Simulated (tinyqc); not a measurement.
Thermal displacements in the Debye model: Debye-Waller factors, bond-length spread and the Lindemann rule: one step, computed by the program tinyqc.

A Debye spectrum with three branches of one velocity, cut at k_B Theta; 8 atoms per cube, nearest neighbours at d = 0.433013 a.

Task: Recoil-free fraction. A nucleus of this mass is supposed to emit a gamma ray of the energy chosen: recoil energy E_R = E^2/(2 M c^2), wave number k_g = E/(hbar c), recoil-free fraction f = exp(-k_g^2 <u_x^2>).

Inputs (values chosen for the exercise, modelled on germanium): atomic mass M = 72.63 u; Debye temperature Theta = 280 K; temperature T = 150 K; gamma-ray energy E = 6.2 keV.

Structure: diamond.

<u_x^2> = 0.004192381 angstrom^2

Constants: e = 1.602176634e-19 C; u = 1.6605390666e-27 kg; c = 299792458 m/s; hbar = 6.582119569e-16 eV s; k_B = 8.617333262e-05 eV/K.

Give: recoil energy; k_g; recoil-free fraction f.

Result:

recoil energy = 0.2841 meV

k_g = 3.142 1/angstrom

recoil-free fraction f = 0.9595
